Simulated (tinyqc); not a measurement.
Millisecond and nanosecond annealing: surface heating, thermal budget and solid-phase regrowth: one step, computed by the program tinyqc. Command: `OMP_NUM_THREADS=1 python tinyqc.py 3029869 3029870 out.jsonl flash walk`. One thread of a shared host (Intel(R) Xeon(R) Processor @ 2.30GHz), about 0.02 s of CPU time with the checks.

A square pulse heats the surface of a thick wafer with constant thermal properties; losses by radiation are neglected and silicon melts at 1414 C.

Task: Peak temperature. Absorbed flux q = (1 - R) fluence/t_p; kappa = k/c. With f(z, t) = (2 q/k) sqrt(kappa t) ierfc(z/(2 sqrt(kappa t))), ierfc(x) = exp(-x^2)/sqrt(pi) - x erfc(x): T = T0 + f(z, t) during the pulse and T0 + f(z, t) - f(z, t - t_p) after it. At the surface the rise at the end of the pulse is 2 q sqrt(t_p/(pi k c)); the fluence that just melts the surface scales with (1414 - T0).

Inputs (values chosen for the exercise, modelled on hot silicon with boron):
```
quantity                      value        unit
incident fluence              0.648      J/cm^2
pulse length t_p            2.7e-07           s
reflectance R                  0.55           -
thermal conductivity k         0.31    W/(cm K)
heat capacity per volume c     2.13  J/(cm^3 K)
preheat temperature T0          400           C
```

Source: pulsed laser.

Give: absorbed flux q; kappa; thermal length sqrt(kappa t_p); peak temperature; fluence at the melting threshold.

Result:

absorbed flux q = 1.08e+06 W/cm^2

kappa = 0.14554 cm^2/s

thermal length sqrt(kappa t_p) = 1.9823 um

peak temperature = 1179.3 C

fluence at the melting threshold = 0.84319 J/cm^2
